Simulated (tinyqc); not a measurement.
# Bandgap voltage reference from two bipolar transistors: output against temperature

Two transistors of area 1 and N carry the same current I. Is(T) = Is (T/T0)^eta exp[(Vg0 q/kB)(1/T0 - 1/T)], VBE1 = Vt ln(I/Is(T)) + I rb, VBE2 = Vt ln(I/(N Is(T))) + I rb/N. The amplifier forces I R1(T) = VBE1 - VBE2 + Vos, with R(T) = R (1 + tc (T - T0)) for both resistors, and the output is Vref = VBE1 + I R2(T). Base currents and the Early effect are neglected.

Vt = kB T/q; I = (Vt ln N + Vos)/(R1(T) - rb (1 - 1/N)).

Inputs (values chosen for the exercise); values of the order met in silicon bipolar transistors: reference temperature T0 = 323 K; band-gap voltage extrapolated to 0 K Vg0 = 1.185 V; temperature exponent of the saturation current eta = 3; saturation current of the unit transistor at T0 Is = 4.2e-17 A; area ratio of the second transistor N = 10; resistor across which the difference of VBE falls, at T0 R1 = 8.6 kohm; temperature coefficient of both resistors tc = 0 ppm/K; offset of the amplifier Vos = 0 mV; series resistance of the unit transistor rb = 140 ohm; output resistor at T0 R2 = 70.58 kohm.

Constants: q = 1.602176634e-19 C, kB = 1.380649e-23 J/K. Results are converted to the units shown.

Result of one run:
```
I (uA)  VBE1 (V)  I R2 (V)  Vref (V)  Vref - Vref(T0) (mV)  dVref/dT (uV/K)
6.3924   0.80194   0.45117    1.2531               -3.1132           77.163
```

Which temperature T gave this result: 218, 273, 348 or 373 K?

T = 273 K.

The whole series:
```
T (K)  I (uA)  VBE1 (V)  I R2 (V)  Vref (V)  Vref - Vref(T0) (mV)  dVref/dT (uV/K)
218    5.1045   0.88757   0.36028    1.2478               -8.3835           115.94
233    5.4558   0.86443   0.38507    1.2495               -6.7314           104.47
253    5.9241   0.83332   0.41812    1.2514               -4.7859           90.275
273    6.3924   0.80194   0.45117    1.2531               -3.1132           77.163
298    6.9778   0.76236   0.49249    1.2549               -1.3757           62.061
323    7.5631   0.72242   0.53381    1.2562                     0           48.177
348    8.1485   0.68215   0.57512    1.2573                1.0418           35.329
373    8.7339   0.64156   0.61644    1.2580                1.7739           23.372
398    9.3193   0.60069   0.65776    1.2584                2.2169           12.191
423    9.9047   0.55955   0.69907    1.2586                2.3891           1.6920
```

VBE1 falls by 1.60 mV/K on average and I R2 rises by 1.65 mV/K. The slope of Vref vanishes at T = 427 K. Between 233 and 398 K Vref spans 8.95 mV, or 43.2 ppm/K by the box method (span over the average over T, over 165 K).

Computed by the program tinyqc: `OMP_NUM_THREADS=1 python tinyqc.py 2062199 2062200 out.jsonl`, one thread of a shared Intel Xeon 2.30GHz, about 0.01 s for the whole run.
